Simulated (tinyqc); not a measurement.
Isotype n-N heterojunction, non-linear Poisson equation by Newton steps, Boltzmann statistics: one step of the calculation.

One dimension, material 1 (n-type) at x < 0 and material 2 (n-type) at x > 0. Band edges: Ec = -psi in material 1 and -psi + dEc in material 2, Ev = Ec - Eg. Equilibrium, Fermi level at 0. n = Nc F((EFn - Ec)/Vt), p = Nv F((Ev - EFp)/Vt), with F(eta) = exp(eta) (Boltzmann statistics); full ionisation, no interface charge, classical densities; the doping types are chosen for the exercise.

Task. Newton step. Solve the tridiagonal system a_(i-1) d_(i-1) + b_i d_i + a_i d_(i+1) = -F_i for nodes 1 to 10, with d = 0 on fixed nodes. The full step is added.

Parameters, values chosen for the exercise:

| symbol | value | unit | meaning |
|---|---|---|---|
| T | 300 | K | temperature |

Constants: q = 1.602176634e-19 C, kB = 1.380649e-23 J/K, Vt = kB T/q. Results are converted to the units shown.

coupling a_i, interval 0 to 10 (F/cm^2): 6.6242442e-8  8.8541878e-8  1.1923640e-7  1.5997728e-7  2.1496946e-7  2.7233984e-7  2.0606525e-7  1.6417519e-7  1.3107101e-7  1.0520173e-7  8.4161385e-8

```
node  diagonal b (F/cm^2)  residual F (C/cm^2)
1           -8.8566714e-7       -1.9306863e-11
2           -7.4546518e-7       -1.8815620e-10
3           -6.2838014e-7       -7.3229177e-10
4           -5.1330622e-7       -5.5210623e-10
5           -5.1453428e-7         3.0563837e-9
6           -2.4444337e-6        -4.1984759e-8
7           -1.0629098e-6        -6.1461227e-9
8           -7.5371462e-7       -6.2337696e-11
9           -7.1764189e-7        1.4080292e-10
10          -7.7383201e-7        2.7937907e-11
```

psi at the start, node 0 to 11 (V): -0.11295896  -0.11297388  -0.11332621  -0.11683374  -0.13314926  -0.16755395  -0.20225933  -0.23507128  -0.25158481  -0.25606984  -0.25678370  -0.25685432

Wanted: Newton step d; psi after iteration 1.

Result.

Newton step d, node 1 to 10 (V): -0.00009  -0.00064  -0.00235  -0.00418  -0.00567  -0.01863  -0.00974  -0.00224  -0.00021  0.00001
psi after iteration 1, node 0 to 11 (V): -0.1130  -0.1131  -0.1140  -0.1192  -0.1373  -0.1732  -0.2209  -0.2448  -0.2538  -0.2563  -0.2568  -0.2569

Program tinyqc, `OMP_NUM_THREADS=1 python tinyqc.py 2040170 2040171 out.jsonl`; Intel Xeon 2.30GHz, shared host, one thread, about 0.03 s.
